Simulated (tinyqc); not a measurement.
From results back to parameters: averaged masses of warped heavy- and light-hole bands. Two cases, with inputs chosen for the exercise.

Problem. For B along [111] the central orbits have s = 1/4 all round, so the cyclotron masses are 1/(g1 -/+ sqrt(g2^2 + 3 g3^2)). They are given with the heavy-hole mass along [100], 1/(g1 - 2 g2); g2 and g3 are positive.

Case 1.

heavy and light cyclotron mass for B along [111]; heavy mass along [100] (m0): 0.4997920  0.0148723  0.2717391

Case 2.

heavy and light cyclotron mass for B along [111]; heavy mass along [100] (m0): 0.8723440  0.1099667  0.5208333

Find: g1; sqrt(g2^2 + 3 g3^2); g2; g3.

Solution. The mean of the two inverse cyclotron masses is g1 and half their difference is the root; g2 = (g1 - 1/m[100])/2, and g3 follows.

Case 1.

g1 = 34.62
sqrt(g2^2 + 3 g3^2) = 32.619
g2 = 15.47
g3 = 16.58

Case 2.

g1 = 5.12
sqrt(g2^2 + 3 g3^2) = 3.974
g2 = 1.60
g3 = 2.10

Computed by tinyqc, one run a case: `OMP_NUM_THREADS=1 python tinyqc.py N N+1 out.jsonl` with N = 1051399, 1051411; one thread of a shared Intel(R) Xeon(R) Processor @ 2.30GHz, about 0.03 s a run at most.
